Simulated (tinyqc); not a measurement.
# Tunnelling through a gate dielectric with the two-band (Franz) dispersion, WKB transmission and Tsu-Esaki current: effects of single changes

Electrons leave the emitter at x = 0. Energies E (motion across the layers) are in eV from the emitter Fermi level; the collector Fermi level lies at -V and offers states at every E. No charge in the dielectric and no image force: F1 = V/t1, U = phi1 - F1 x. With C = hbar^2/(2 m0), kappa = sqrt(m u (1 - u/Egx)/C), u = U - E where U > E and 0 elsewhere; T(E) = exp(-S), S = 2 times the integral of kappa over x.

Inputs (values chosen for the exercise); dielectric values close to those of silicon dioxide: temperature T = 300 K; Fermi energy of the emitter above its band bottom Ef = 0.45 eV; emitter mass in the supply function me = 1 m0; barrier of layer 1 above the emitter Fermi level at zero bias phi1 = 3.23 eV; tunnelling mass of layer 1 m1 = 0.49 m0; thickness of layer 1 t1 = 3.2 nm; gap parameter of the two-band dispersion, set freely Egx = 7.7 eV; voltage across the dielectric V = 1.3 V.

Constants: q = 1.602176634e-19 C, kB = 1.380649e-23 J/K, hbar = 1.054571817e-34 J s, m0 = 9.1093837015e-31 kg, Vt = kB T/q, hbar^2/(2 m0) = 0.0380998212 eV nm^2. Results are converted to the units shown.

Each table varies one quantity; the others keep the values above.

## Effect of the thickness t1 at fixed voltage

Each layer adds (2/F) sqrt(m/C) [G(u at its left edge) - G(u at its right edge)] to S, with u = U - E (0 where negative) and G(u) = Egx^1.5 (th - sin(4 th)/4)/4, th = arcsin sqrt(u/Egx). J = J0 times the integral of T(E) N(E) dE, N = ln[(1 + exp(-E/Vt))/(1 + exp((-E - V)/Vt))], J0 = q^2 me m0 kB T/(2 pi^2 hbar^3) (times 1e-4 for A/cm^2 per eV), from E = -Ef to far above the barrier (T = 1 there), by quadrature converged to the digits shown.

Result of one run:
```
t1 (nm)  S at E = 0   T(E = 0)  J (A/cm^2)  mean E of the current (eV)
5.1           47.62  2.079e-21   1.146e-12                     -0.2460
```

What becomes of these results when the thickness of layer 1 t1 is changed from 5.1 to 2.36 nm, all else the same?

Result of the changed run:
```
t1 (nm)  S at E = 0   T(E = 0)  J (A/cm^2)  mean E of the current (eV)
2.36          22.04  2.688e-10      0.2614                     -0.2749
```

The whole series:
```
t1 (nm)  S at E = 0   T(E = 0)  J (A/cm^2)  mean E of the current (eV)
1.9           17.74   1.972e-8       21.21                     -0.2794
2.36          22.04  2.688e-10      0.2614                     -0.2749
2.81          26.24  4.023e-12    0.003551                     -0.2704
3.27          30.53  5.484e-14    4.389e-5                     -0.2657
3.73          34.83  7.476e-16    5.435e-7                     -0.2609
4.19          39.12  1.019e-17    6.741e-9                     -0.2560
4.64          43.33  1.525e-19   9.212e-11                     -0.2511
5.1           47.62  2.079e-21   1.146e-12                     -0.2460
```

J falls from 21.2 to 1.15e-12 A/cm^2: 4.15 decades a nanometre between the first two rows and 4.14 between the last two. The exponent S alone gives dS/dt/ln 10 = 4.06 and 4.06.

## Effect of the tunnelling mass m1

Same model as above.

Results:
```
m1 (m0)  S at E = 0   T(E = 0)  J (A/cm^2)  mean E of the current (eV)
0.12          14.79   3.785e-7       436.7                     -0.2824
0.15          16.53   6.608e-8       73.14                     -0.2806
0.2           19.09   5.120e-9       5.336                     -0.2780
0.25          21.34  5.379e-10      0.5317                     -0.2756
0.31          23.77  4.766e-11     0.04453                     -0.2731
0.4           27.00  1.884e-12    0.001634                     -0.2696
0.63          33.88  1.930e-15    1.433e-6                     -0.2620
```

Estimate the missing row, m1 = 0.5 m0.

Computed row:
```
m1 (m0)  S at E = 0   T(E = 0)  J (A/cm^2)  mean E of the current (eV)
0.5           30.18  7.785e-14    6.280e-5                     -0.2661
```

With this row back in the table: J falls from 437 to 1.43e-6 A/cm^2. S goes as m1^(0.50): kappa is proportional to the square root of the mass.

Program tinyqc, `OMP_NUM_THREADS=1 python tinyqc.py 2540147 2540148 out.jsonl`; Intel Xeon 2.30GHz, shared host, one thread, about 0.03 s.
